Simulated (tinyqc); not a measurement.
# MOSFET in the linear regime without short-channel effects, parameter extraction from computed curves: extraction methods against the first mobility attenuation factor

Inversion charge Q = Cox n Vt W0(exp((Vg - VT)/(n Vt))), W0 the Lambert function and n = nf; u = Q/Cox; mobility mu = mu0/(1 + th1 u + th2 u^2); channel resistance Rch = (L - dL)/(W mu Q); Id = Vd/(Rch + Rsd/W). Cox = eps0 eox/tox. Small Vd, no channel-length or drain effects.

From the continuous curve Id(Vg): tangent at peak gm (V_ext = Vg - Id/gm); constant current Id = 0.1 uA W/L; peak of d2Id/dVg2; Y = Id/sqrt(gm) drawn through Vg = VT + 0.6 and VT + 0.8 V, with intercept VT_Y and slope s. Mobilities gm,max L/(W Cox Vd) and s^2 L/(W Cox Vd) with the drawn L. Last column: share of Rsd/W in the total resistance at VT + 0.8 V.

Parameters, values chosen for the exercise; channel values of the order met in silicon transistors: temperature T = 77 K; relative permittivity of the gate insulator (close to silicon dioxide) eox = 3.9; insulator thickness tox = 6.7 nm; low-field mobility mu0 = 420 cm^2/(V s); second mobility attenuation factor th2 = 0 1/V^2; threshold voltage VT = 0.46 V; body factor nf = 1.2; gate width W = 1 um; drawn gate length L = 0.055 um; drawn less effective length dL = 0.006 um; source plus drain resistance Rsd = 140 ohm um; drain voltage Vd = 0.05 V.

Constants: q = 1.602176634e-19 C, kB = 1.380649e-23 J/K, Vt = kB T/q, eps0 = 8.8541878128e-14 F/cm where lengths are in cm. Results are converted to the units shown.

Extraction methods against the first mobility attenuation factor:
```
th1 (1/V),V_ext (V),constant current (V),second derivative (V),VT_Y (V),mobility from gm (cm^2/(V s)),mobility from Y (cm^2/(V s)),series share (%)
0,0.466,0.469,0.458,0.483,389,460,32.1
0.2,0.465,0.469,0.458,0.483,379,460,29.1
0.4,0.464,0.469,0.458,0.483,370,460,26.6
0.6,0.463,0.469,0.458,0.483,362,460,24.5
0.8,0.463,0.469,0.458,0.483,355,460,22.7
1,0.462,0.469,0.458,0.483,348,460,21.1
1.2,0.461,0.469,0.458,0.483,342,460,19.8
```

The model has VT = 0.46 V and mu0 = 420 cm^2/(V s). Over the table the extracted thresholds move by 4.6 mV (tangent), under 0.5 mV (constant current), 0.50 mV (second derivative), under 0.5 mV (Y function). The mobility from gm falls from 389 to 342 and that from Y stays near 460 cm^2/(V s).

Numbers from tinyqc (`OMP_NUM_THREADS=1 python tinyqc.py 2210136 2210137 out.jsonl`; about 0.01 s on one thread of a shared Intel Xeon 2.30GHz).
